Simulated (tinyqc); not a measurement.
Which input was changed? Model: charge neutrality of a doped semiconductor with incomplete ionisation. Computed by tinyqc, a small Python program. Command: `OMP_NUM_THREADS=1 python tinyqc.py 3030580 3030581 out.jsonl dopant which`. One thread of a shared host (Intel(R) Xeon(R) Processor @ 2.30GHz), about 0.3 s of CPU time with the checks.

Energies are counted from the top of the valence band; E_D is measured down from the conduction band and E_A up from the valence band.

Inputs (values chosen for the exercise, modelled on ZnSe):

| quantity | value | unit |
|---|---|---|
| gap at 0 K E_g0 | 2.82 | eV |
| Varshni alpha | 0.000725 | eV/K |
| Varshni beta | 305 | K |
| electron mass m_e | 0.144 | m_0 |
| valleys M_c | 1 | - |
| hole mass m_h | 0.773 | m_0 |
| donor density N_D | 1.1e+16 | cm^-3 |
| donor depth E_D | 0.0254 | eV |
| donor degeneracy g_D | 2 | - |
| temperature T | 100 | K |
| iteration cap | 60 | - |

Doping: n-type. Statistics of the bands: Boltzmann. Solver: bisection. Start of Newton steps: intrinsic level E_i.

Constants: m_0 = 9.1093837015e-31 kg; k_B = 1.380649e-23 J/K; h = 6.62607015e-34 J s; k_B = 8.617333262e-05 eV/K.

Method:
- E_g = E_g0 - alpha T^2/(T + beta).
- N_c = 2 M_c (2 pi m_e k_B T/h^2)^(3/2) and N_v = 2 (2 pi m_h k_B T/h^2)^(3/2), masses in units of m_0.
- n_i = sqrt(N_c N_v) exp(-E_g/(2 k_B T)); E_i = E_g/2 + (k_B T/2) ln(N_v/N_c).
- n = N_c exp((E_F - E_g)/k_B T), p = N_v exp(-E_F/k_B T).
- N_D+ = N_D/(1 + g_D exp((E_F - E_g + E_D)/k_B T)).
- Neutrality: p + N_D+ = n + N_A-; the log ratio is ln[(p + N_D+)/(n + N_A-)].
- Bisection of the log ratio between E = -0.3 and E_g + 0.3 eV; stop when |log ratio| < 1e-9.

Problem. One of these inputs alone was changed, within the range given: electron mass m_e (0.072 to 0.288); hole mass m_h (0.3865 to 1.546); temperature T (50 to 200); gap at 0 K E_g0 (1.41 to 5.64). Which one, and to what value?

Results:

| run | intrinsic density n_i (cm^-3) | majority density n (cm^-3) | distance of E_F from the majority band edge (eV) |
|---|---|---|---|
| before | 2.285680e-53 | 5.926549e+15 | 0.03271239 |
| after | 2.935220e-53 | 6.868217e+15 | 0.03575237 |

Solution.

Each candidate set to reproduce intrinsic density n_i, and what it then gives:

| candidate | range searched | value needed | majority density n (cm^-3) | distance of E_F from the majority band edge (eV) |
|---|---|---|---|---|
| electron mass m_e (m_0) | 0.072 to 0.288 | 0.2010 | 6.8682e+15 | 0.035752 |
| hole mass m_h (m_0) | 0.3865 to 1.546 | 1.079 | 5.9265e+15 | 0.032712 |
| temperature T (K) | 50 to 200 | 100.2 | 5.9391e+15 | 0.032763 |
| gap at 0 K E_g0 (eV) | 1.41 to 5.64 | 2.816 | 5.9265e+15 | 0.032712 |

Only electron mass m_e fits every result: it went from 0.144 to 0.201 m_0. The next best candidate, temperature T, misses one result by 14 %.
